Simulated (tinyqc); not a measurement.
Coherent transport through a tight-binding region between two chains, step by step. One step of it, computed by the program tinyqc.

Question. Transmission at E = 0.63 eV. Surface Green function g = (E - i sqrt(4 t^2 - E^2)) / (2 t^2); self-energy tc^2 g on each contact site; G = (E - H - Sigma)^(-1); Gamma = -2 Im Sigma; T = Gamma_L Gamma_R |G_LR|^2; local density of states -Im G_ii / pi.

H of the central region (eV):
```
,1,2,3,4
1,0.000000,-0.510000,0.000000,0.000000
2,-0.510000,0.560000,-2.210000,0.000000
3,0.000000,-2.210000,0.560000,-2.210000
4,0.000000,0.000000,-2.210000,0.000000
```

Leads: semi-infinite chains with site energy 0:
```
parameter,value
lead hopping t (eV),2.720000
coupling to the left lead (eV),0.800000
coupling to the right lead (eV),0.520000
left contact site,1
right contact site,4
```

E = 0.630000 eV

Give: g; G; local density of states; transmission.

Answer.

g = 0.0426-0.3652i 1/eV

G (1/eV):
```
,1,2,3,4
1,1.7095-2.0817i,-1.0136+1.6769i,-0.3624+0.4273i,1.0251-1.6904i
2,-1.0136+1.6769i,1.9664-1.5174i,0.6241-0.3389i,-1.9861+1.5281i
3,-0.3624+0.4273i,0.6241-0.3389i,0.0639-0.0879i,-0.1736+0.3417i
4,1.0251-1.6904i,-1.9861+1.5281i,-0.1736+0.3417i,1.9916-1.5389i
```

local density of states (1/eV): 0.6626  0.4830  0.0280  0.4899

transmission = 0.3608
